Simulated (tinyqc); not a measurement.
## Germanium share from the critical thickness

Question. Critical thickness (Matthews-Blakeslee, 60-degree dislocations): h = bv (1 - nu/4)[ln(h/bv) + 1]/(4 pi e_par (1 + nu)), nu = c12/(c11 + c12). e_par = b1 x. Find e_par and x.

Inputs (values chosen for the exercise):
```
symbol,value,unit,meaning
b1,0.0418,,lattice mismatch per unit x
c11,166,GPa,elastic constant
c12,64.2,GPa,elastic constant
bv,0.384,nm,Burgers vector
```

critical thickness = 6.0560203 nm

Answer. For given h the relation is explicit in the strain.

e_par = 1.38 %
x = 0.330

tinyqc, about 0.01 s, one thread, Intel Xeon 2.30GHz (shared host): `OMP_NUM_THREADS=1 python tinyqc.py 2530094 2530095 out.jsonl`
